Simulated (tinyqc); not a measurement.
## Depth and level of a trap from the time ratio

Question. For an oxide trap tc/te = exp(E/Vt) with E = E0 - dpsi - (xt/tox)(Vg - VT - dpsi), dpsi being the rise of the surface potential above its value at threshold. Find xt and E0, and the depth that would be read if dpsi were ignored.

Parameters, values chosen for the exercise: temperature T = 300 K; insulator thickness tox = 1.2 nm.

Constants: q = 1.602176634e-19 C, kB = 1.380649e-23 J/K, Vt = kB T/q. Results are converted to the units shown.

Vg - VT (V): 0.24  0.39
tc/te: 2.0850754  0.20985818
dpsi (V): 0.061505730  0.075544996

Solution. E + dpsi is a straight line in the oxide voltage Vg - VT - dpsi with slope -xt/tox and intercept E0. Ignoring dpsi assigns the motion of the bands to the trap and overstates its depth.

xt = 0.4000 nm
E0 = 0.1400 eV
depth read without dpsi = 0.4749 nm

Computed by the program tinyqc: `OMP_NUM_THREADS=1 python tinyqc.py 2710021 2710022 out.jsonl`, one thread of a shared Intel Xeon 2.30GHz, about 0.01 s for the whole run.
